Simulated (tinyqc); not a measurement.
# Thin film between two gates, subbands and threshold shift from confinement: charge and subband filling against gate voltage

Undoped body with a flat potential across it, hard walls, transport along x. One isotropic valley (g = 1, mx = my = mz = me). Non-parabolicity enters the subband edges through E (1 + al E) = gamma, so E = 2 gamma/(1 + sqrt(1 + 4 al gamma)); motion within a subband is taken as parabolic with the band-edge mass. Energies are counted from the bulk band edge.

gamma = C (pi k/(t + dl))^2/mz, C = hbar^2/(2 m0). Each subband has N_k = g sqrt(mx my) m0 kB T/(pi hbar^2). With degeneracy n = sum N_k F((EF - E_k)/Vt), F(x) = ln(1 + exp(x)); gate: Vg = EF + q n/(Cg P), P = 2 (both faces), summed over the 60 lowest subbands at most, with Vg counted from the value that would put EF at the bulk band edge of an empty body. Cq = q dn/dEF.

Inputs (values chosen for the exercise); masses close to those of In0.53Ga0.47As:
- T = 300 K (temperature)
- me = 0.0415 m0 (mass at the band edge)
- al = 1.2 1/eV (non-parabolicity)
- t = 14.3 nm (film thickness (along z))
- dl = 0.2 nm (widening of the box by penetration into the insulator)
- Cg = 2.4 uF/cm^2 (gate capacitance per area of interface)

Constants: q = 1.602176634e-19 C, kB = 1.380649e-23 J/K, hbar = 1.054571817e-34 J s, m0 = 9.1093837015e-31 kg, Vt = kB T/q, hbar^2/(2 m0) = 0.0380998212 eV nm^2. Results are converted to the units shown.

Charge and subband filling against gate voltage:
```
Vg (V),EF - E_1 (eV),n (cm^-2),n/P (cm^-2),share of the lowest subband (%),Cq/(Cg P),total C/(Cg P)
-0.11,-0.1511,1.317e9,6.583e8,98.33,0.001698,0.001695
0.01,-0.03462,1.063e11,5.315e10,98.13,0.1227,0.1093
0.14,0.06026,1.158e12,5.792e11,93.78,0.6134,0.3802
0.27,0.1322,2.898e12,1.449e12,79.16,1.008,0.5021
0.39,0.1891,4.789e12,2.395e12,68.45,1.190,0.5435
0.52,0.2457,6.989e12,3.494e12,60.94,1.437,0.5896
0.64,0.2926,9.179e12,4.589e12,55.26,1.657,0.6237
0.77,0.3405,1.164e13,5.819e12,50.72,1.761,0.6379
0.89,0.3830,1.396e13,6.979e12,47.57,1.896,0.6547
```

What does the comparison show?

EF passes E_1 = 0.0411 eV at Vg = 0.0517 V. The share of the lowest subband falls from 98.3 to 47.6 % and the total capacitance rises from 0.00169 to 0.655 of Cg P. Between the last two rows 35 % of the added gate voltage goes into raising EF. For Vg = 0.14, 0.27, 0.39, 0.52, 0.64, 0.77, 0.89 the charge would bend the potential across the body by some 30 mV or more, which is left out.

Range of the model: Non-parabolicity also makes carriers heavier within each subband, which is left out, so densities of states are understated at high energy.

Computed by the program tinyqc: `OMP_NUM_THREADS=1 python tinyqc.py 2350141 2350142 out.jsonl`, one thread of a shared Intel Xeon 2.30GHz, about 0.04 s for the whole run.
